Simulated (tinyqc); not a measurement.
Switching kinetics of a ferroelectric film and the memory window of a ferroelectric gate stack: one step, computed by the program tinyqc. Command: `OMP_NUM_THREADS=1 python tinyqc.py 3015093 3015094 out.jsonl feswitch walk`. One thread of a shared host (Intel(R) Xeon(R) Processor @ 2.30GHz), about 0.02 s of CPU time with the checks.

Fields in MV/cm; 1 microcoulomb/cm^2 over eps_0 is 11.29409 MV/cm. In the stack (metal, ferroelectric, interlayer, channel) the channel is taken as a conductor.

Question. The hysteresis loop. Saturated branches: P(E) = P_s tanh[(E -/+ E_c)/(2 delta)], delta = E_c/ln[(1 + P_r/P_s)/(1 - P_r/P_s)]; D = P + eps_0 eps_F E.

Inputs (values chosen for the exercise, for a model hafnia-based film):
```
quantity                                 value               unit
saturation polarisation P_s                 30  microcoulomb/cm^2
ratio P_r/P_s                             0.93                  -
coercive field E_c                        0.69              MV/cm
permittivity of the ferroelectric eps_F     39                  -
```

Give: delta; P on both branches (microcoulomb/cm^2) at E/E_c = -3, -2, -1, -0.5, 0, 0.5, 1, 1.5, 2, 3; peak differential permittivity eps_F + P_s/(2 delta eps_0).

Answer.

delta = 0.2080 MV/cm

P on both branches (microcoulomb/cm^2) at E/E_c = -3, -2, -1, -0.5, 0, 0.5, 1, 1.5, 2, 3:
```
E (MV/cm)  rising branch  falling branch
-2.070            -30.00          -29.92
-1.380            -30.00          -27.90
-0.690            -29.92            0.00
-0.345            -29.59           20.40
0.000             -27.90           27.90
0.345             -20.40           29.59
0.690               0.00           29.92
1.035              20.40           29.98
1.380              27.90           30.00
2.070              29.92           30.00
```

peak differential permittivity eps_F + P_s/(2 delta eps_0) = 853.3
